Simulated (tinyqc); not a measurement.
Mesh and choice of bands: charge neutrality level from zone-averaged pseudopotential bands.

Empirical pseudopotential on the fcc lattice, atoms at +/- tau, tau = a (1,1,1)/8, no spin-orbit coupling. H(G,G') = c (2 pi/a)^2 |k + G|^2 delta + VS(q) cos(q.tau) + i VA(q) sin(q.tau), q = G - G', c = hbar^2/2m0; k and G in units of 2 pi/a; VS at |q|^2 = 3, 8, 11 and VA at 3, 4, 11, in rydberg, zero elsewhere. At each k the basis holds all G with |k + G|^2 up to 16; energies are counted from the fourth level at Gamma.

Mesh: k = sum_i (n_i + 1/2)/N b_i, n_i = 0 ... N - 1, b = (-1,1,1), (1,-1,1), (1,1,-1); points with the same sorted |kx|, |ky|, |kz| after folding to the shortest k + G are joined, with their count as weight. Neutrality (branch-point) level: E_N = (1/2) mean over k of [E5 + (E3 + E4)/2], E_n the n-th level from below.

Constants: hbar^2/2m0 = 3.80998211 eV angstrom^2; Ry = 13.60569312 eV.

Inputs chosen for the exercise (out of a larger set: classic local form factors of the size used for Si, without spin-orbit coupling; not measured data):
```
symbol  value                  unit      meaning
a       5.418                  angstrom  lattice constant
VS      (-0.212, 0.041, 0.08)  Ry        symmetric form factors
VA      (0, 0, 0)              Ry        antisymmetric form factors
```

E_N with E5 alone, and with (E5 + E6)/2 in its place.

Results:
```
N  joined points  E_N (eV)  E_N, two conduction bands (eV)
1              1    0.2784                          0.8002
2              2   -0.2651                          0.4295
3              6    0.0002                          0.3795
4             10   -0.0169                          0.3932
5             19   -0.0068                          0.3763
```

What does the comparison show, and why?

For scale, the lowest gap of this set is 0.79 eV. Against N = 5 the errors are +285, -258, +7 and -10 meV for N = 1 to 4 (N = 1 is the L point alone). Taking the second conduction band in moves E_N by +0.38 eV, more than the mesh error at N = 2: the definition, not the mesh, limits the estimate. Local form factors place the indirect gaps only to a few tenths of an eV, and E_N moves with them.

tinyqc: `OMP_NUM_THREADS=1 python tinyqc.py 1850413 1850414 out.jsonl`; about 0.1 s, one thread, shared Intel(R) Xeon(R) Processor @ 2.30GHz.
